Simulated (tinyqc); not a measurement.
What moves the results: thin-film optics by transfer matrices. A value that a table varies takes the place of the one given here.

Indices N = n + i k. Snell: N0 sin(theta) = N_j sin(theta_j), with Im(N_j cos theta_j) >= 0. Admittance y_j = N_j cos theta_j for s and N_j/cos theta_j for p. Phase delta_j = 2 pi N_j cos theta_j d_j/lambda. Layer matrix [[cos delta, -i sin delta/y], [-i y sin delta, cos delta]], multiplied from the top down to M. (B, C) = M (1, y_sub); r = (y0 B - C)/(y0 B + C), R = |r|^2, T = 4 Re y0 Re y_sub/|y0 B + C|^2, absorbed in the films 1 - R - T.

Ellipsometry: rho = tan(Psi) exp(i Delta) = -conj(r_p/r_s) with the r of the admittance formula, Delta in 0 to 360 degrees, so that a bare dielectric at small angles gives Delta = 180.

Values chosen for the exercise (indices near those of resist on Si; the results hold for these values, not for the real material):
- lam = 248 nm (vacuum wavelength)
- n0 = 1 (ambient index)
- n = (1.76, 1.566) (n of resist, substrate)
- k = (0.012, 3.481) (k in the same order)
- d = (320) nm (thicknesses, top first)
- theta = 70 degrees (angle of incidence)
- pol = p (polarisation)

## Swing curve: thickness of the top film

The first entry of d takes the values listed.

Stack:

| d_1 (nm) | R | T | absorbed |
|---|---|---|---|
| 320.0 | 0.1668 | 0.4986 | 0.3346 |
| 333.9 | 0.2419 | 0.4479 | 0.3101 |
| 347.8 | 0.3613 | 0.3707 | 0.2679 |
| 361.7 | 0.4044 | 0.3379 | 0.2576 |
| 375.5 | 0.3524 | 0.3593 | 0.2883 |
| 389.4 | 0.2254 | 0.4223 | 0.3522 |
| 403.3 | 0.1382 | 0.4642 | 0.3976 |
| 417.2 | 0.2112 | 0.4198 | 0.3690 |
| 431.1 | 0.3293 | 0.3511 | 0.3196 |
| 445.0 | 0.3731 | 0.3213 | 0.3056 |
| 458.9 | 0.3213 | 0.3406 | 0.3380 |
| 472.8 | 0.1970 | 0.3965 | 0.4065 |
| 486.6 | 0.1140 | 0.4325 | 0.4535 |

What can be read from the table?

R swings between 0.1140 and 0.4044 on these points. The period is lambda/(2 Re(N_1 cos theta_1)) = 83.3 nm, six rows. The film absorbs, so the curve does not repeat exactly: the swing is 0.2662 in the first period and 0.2591 in the second. The swing ratio (max - min)/mean is 1.10.

## Angle of incidence

Both polarisations.

Stack:

| theta (degrees) | R_s | R_p | Psi | Delta |
|---|---|---|---|---|
| 0 | 0.3085 | 0.3085 | 45.00 | 180.00 |
| 15 | 0.2368 | 0.2396 | 45.17 | 181.74 |
| 30 | 0.1214 | 0.1646 | 49.34 | 168.21 |
| 45 | 0.4491 | 0.3051 | 39.50 | 142.73 |
| 55 | 0.6572 | 0.3374 | 35.62 | 144.80 |
| 60 | 0.7165 | 0.3061 | 33.17 | 150.55 |
| 65 | 0.7583 | 0.2454 | 29.63 | 160.91 |
| 70 | 0.7921 | 0.1668 | 24.65 | 178.98 |
| 75 | 0.8270 | 0.0992 | 19.10 | 212.93 |
| 80 | 0.8707 | 0.1007 | 18.78 | 271.11 |
| 85 | 0.9286 | 0.2914 | 29.26 | 322.94 |

What does this show, and why?

R_s and R_p agree at normal incidence (0.3085). R_p is lowest at 75 degrees of those listed (0.0992), where R_s = 0.8270; the top face alone would stop reflecting p light at arctan(n/n0) = 60.4 degrees, while the layers and the substrate below set where the minimum falls. R_s does not rise steadily, because the phase thickness of the films changes with the angle. R_p exceeds R_s at 15 and 30 degrees, where Psi is above 45.

## Sensitivity of the reflectance

R for both polarisations. Each row changes one parameter from the base and keeps the others.

Results:

| case | R_s | R_p | T_s |
|---|---|---|---|
| base | 0.7921 | 0.1668 | 0.1065 |
| d = (325) nm | 0.7961 | 0.1764 | 0.1043 |
| n = (1.795, 1.566) | 0.7964 | 0.2058 | 0.1069 |
| k = (0.012, 3.839) | 0.8035 | 0.1968 | 0.0940 |
| lam = 253 nm | 0.7690 | 0.1906 | 0.1186 |
| theta = 75 degrees | 0.8270 | 0.0992 | 0.0872 |

How do the results move?

The largest shifts from the base row, up to three for each result and ties (the steps differ in size, so this ranks the rows, not the parameters). R_s: theta +0.0348, lam -0.0231, k +0.0114. R_p: theta -0.0677, n +0.0390, k +0.0299. T_s: theta -0.0193, k -0.0125, lam +0.0121.

Run: tinyqc, `OMP_NUM_THREADS=1 python tinyqc.py 1652288 1652289 out.jsonl`; Intel(R) Xeon(R) Processor @ 2.30GHz, one thread, shared host; about 0.01 s of CPU time with all checks.
